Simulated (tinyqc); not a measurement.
# Resonant-tunnelling diode, transfer matrices and Tsu-Esaki current: two studies

Emitter (band edge 0), barrier d1, well Lw, barrier d2, collector (edge -V). The bias drops linearly over these layers and none in the contacts; each layer is cut into ns equal slices, flat at the value of their centres. E is the energy of motion across the layers, C = hbar^2/(2 m0), psi and psi'/m are continuous. Transport is coherent, T(E) is taken as independent of the transverse momentum, and charge in the well is ignored.

Parameters, values chosen for the exercise; masses and offsets of a made-up heterostructure:
```
symbol  value  unit                                               meaning
T         300     K                                           temperature
mw       0.05    m0                 mass in the well, spacer and contacts
U1        1.2    eV                                        barrier height
m1        0.2    m0                                          barrier mass
d1        1.1    nm                                       emitter barrier
Lw        2.5    nm                                            well width
d2        1.1    nm                                     collector barrier
ns          4                                        slices in each layer
Ef       0.11    eV  Fermi energy of both contacts above their band edges
V        0.27     V                                 bias of the collector
```

Constants: q = 1.602176634e-19 C, kB = 1.380649e-23 J/K, hbar = 1.054571817e-34 J s, m0 = 9.1093837015e-31 kg, Vt = kB T/q, hbar^2/(2 m0) = 0.0380998212 eV nm^2. Results are converted to the units shown.

Each table varies one quantity; the others keep the values above.

## Resonance against bias

For the pair (psi, psi'/m) a flat layer has M = [[cos kd, (m/k) sin kd], [-(k/m) sin kd, cos kd]] with k = sqrt(m (E - U)/C) above its edge U, and M = [[cosh Kd, (m/K) sinh Kd], [(K/m) sinh Kd, cosh Kd]] with K = sqrt(m (U - E)/C) below it. Later slices stand to the left. With M acting on (psi, psi'/m) and v = k/m in each lead, T(E) = 4 vL vR/[(vL vR M12 - M21)^2 + (vR M11 + vL M22)^2]. J = J0 times the integral over E > 0 of T(E) N(E), N = ln[(1 + exp((Ef - E)/Vt))/(1 + exp((Ef - V - E)/Vt))], J0 = q^2 mw m0 kB T/(2 pi^2 hbar^3) (times 1e-4 for A/cm^2 per eV). The integral is converged to the digits shown. The resonance is the first maximum of T(E) for E > 0, G its full width at half maximum. For a sharp resonance J = J0 (pi G/2) Tp N(Er), with Er the peak energy, Tp the peak transmission and G the full width at half maximum (in eV).

Resonance against bias:

| V (V) | Er (eV) | Tp | G (meV) | J (kA/cm^2) | one-resonance J (kA/cm^2) |
|---|---|---|---|---|---|
| 0.054 | 0.2447 | 0.9960 | 6.093 | 1.267 | 0.9502 |
| 0.122 | 0.2104 | 0.9793 | 6.097 | 4.737 | 3.956 |
| 0.19 | 0.1759 | 0.9490 | 6.102 | 15.66 | 14.31 |
| 0.258 | 0.1412 | 0.9033 | 6.102 | 48.68 | 47.46 |
| 0.326 | 0.1062 | 0.8381 | 6.088 | 126.6 | 129.0 |
| 0.394 | 0.07099 | 0.7439 | 6.040 | 241.7 | 252.3 |
| 0.462 | 0.03558 | 0.5916 | 5.903 | 317.9 | 336.6 |

What does the table show?

Er falls from 0.245 to 0.0356 eV, by 0.513 eV a volt, against the share 0.500 of the bias at the centre of the well. Tp falls from 0.996 to 0.592: the bias makes equal barriers unequal. The one-resonance current is 25 % below the full integral in the first row and 5.9 % above it in the last. In 1 of the 7 rows the bias alone exceeds 0.4 V, so electrons enter the collector far above its band edge, where real bands are no longer parabolic.

## Effect of the Fermi energy

Same model as above.

Er is the first maximum of T(E) at this bias.

Effect of the Fermi energy:

| Ef (eV) | N at Er = 0.1350 eV | J (kA/cm^2) |
|---|---|---|
| 0.034 | 0.01990 | 3.916 |
| 0.063 | 0.05989 | 11.48 |
| 0.092 | 0.1735 | 32.22 |
| 0.12 | 0.4445 | 80.04 |
| 0.149 | 1.000 | 176.0 |
| 0.178 | 1.837 | 320.0 |
| 0.207 | 2.845 | 494.8 |
| 0.236 | 3.925 | 684.0 |

J rises from 3.92 to 684 kA/cm^2, a factor of 175, while N at the resonance grows by 197.

tinyqc, about 0.3 s, one thread, Intel Xeon 2.30GHz (shared host): `OMP_NUM_THREADS=1 python tinyqc.py 2600138 2600139 out.jsonl`
